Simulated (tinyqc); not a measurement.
Inside a calculation. Method: UHF in the sto-3g basis, for H4+, spin multiplicity 2. One step of it, computed by the program tinyqc.

Task: Iteration 2: diagonalisation and new density. Diagonalise F' = X^T F X, C = X C', fill 2 alpha and 1 beta electrons from the bottom; D(s) = C_occ C_occ^T. Each column has its largest component positive (the first on a tie).

extrapolated F(alpha) (hartree), order 1H 1s, 2H 1s, 3H 1s, 4H 1s:
$$\begin{pmatrix}
-0.666339 & -0.685570 & -0.055664 & -0.000095 \\
-0.685570 & -0.670706 & -0.195716 & -0.055664 \\
-0.055664 & -0.195716 & -0.670706 & -0.685570 \\
-0.000095 & -0.055664 & -0.685570 & -0.666339
\end{pmatrix}$$

extrapolated F(beta) (hartree), order 1H 1s, 2H 1s, 3H 1s, 4H 1s:
$$\begin{pmatrix}
-0.359009 & -0.475745 & -0.113987 & -0.056092 \\
-0.475745 & -0.465656 & -0.264563 & -0.113987 \\
-0.113987 & -0.264563 & -0.465656 & -0.475745 \\
-0.056092 & -0.113987 & -0.475745 & -0.359009
\end{pmatrix}$$

X, order 1H 1s, 2H 1s, 3H 1s, 4H 1s:
$$\begin{pmatrix}
-0.685442 & 0.723716 & 0.462241 & 0.358818 \\
0.825104 & -0.614188 & 0.383999 & 0.422806 \\
-0.825104 & -0.614188 & -0.383999 & 0.422806 \\
0.685442 & 0.723716 & -0.462241 & 0.358818
\end{pmatrix}$$

Give: F' = X^T F X; orbital energies; coefficients C; F' = X^T F X; orbital energies; coefficients C; D(alpha) after iteration 2; D(beta) after iteration 2.

Result:

F' = X^T F X (alpha) (hartree):
$$\begin{pmatrix}
0.1522 & 0.0000 & -0.0277 & 0.0000 \\
0.0000 & -0.0339 & 0.0000 & -0.0230 \\
-0.0277 & 0.0000 & -0.8720 & 0.0000 \\
0.0000 & -0.0230 & 0.0000 & -0.9312
\end{pmatrix}$$

orbital energies (alpha) (hartree): MO1 -0.9318, MO2 -0.8728, MO3 -0.0333, MO4 0.1530

coefficients C (alpha), order 1H 1s, 2H 1s, 3H 1s, 4H 1s:
$$\begin{pmatrix}
0.3773 & 0.4436 & 0.7143 & -0.6977 \\
0.4069 & 0.4061 & -0.6248 & 0.8144 \\
0.4069 & -0.4061 & -0.6248 & -0.8144 \\
0.3773 & -0.4436 & 0.7143 & 0.6977
\end{pmatrix}$$

F' = X^T F X (beta) (hartree):
$$\begin{pmatrix}
0.2599 & 0.0000 & -0.0210 & 0.0000 \\
0.0000 & 0.0628 & 0.0000 & 0.0627 \\
-0.0210 & 0.0000 & -0.4456 & 0.0000 \\
0.0000 & 0.0627 & 0.0000 & -0.7258
\end{pmatrix}$$

orbital energies (beta) (hartree): MO1 -0.7308, MO2 -0.4462, MO3 0.0677, MO4 0.2606

coefficients C (beta), order 1H 1s, 2H 1s, 3H 1s, 4H 1s:
$$\begin{pmatrix}
0.3007 & 0.4417 & 0.7497 & -0.6989 \\
0.4699 & 0.4083 & -0.5790 & 0.8133 \\
0.4699 & -0.4083 & -0.5790 & -0.8133 \\
0.3007 & -0.4417 & 0.7497 & 0.6989
\end{pmatrix}$$

D(alpha) after iteration 2, order 1H 1s, 2H 1s, 3H 1s, 4H 1s:
$$\begin{pmatrix}
0.3391 & 0.3337 & -0.0266 & -0.0544 \\
0.3337 & 0.3305 & 0.0006 & -0.0266 \\
-0.0266 & 0.0006 & 0.3305 & 0.3337 \\
-0.0544 & -0.0266 & 0.3337 & 0.3391
\end{pmatrix}$$

D(beta) after iteration 2, order 1H 1s, 2H 1s, 3H 1s, 4H 1s:
$$\begin{pmatrix}
0.0904 & 0.1413 & 0.1413 & 0.0904 \\
0.1413 & 0.2208 & 0.2208 & 0.1413 \\
0.1413 & 0.2208 & 0.2208 & 0.1413 \\
0.0904 & 0.1413 & 0.1413 & 0.0904
\end{pmatrix}$$
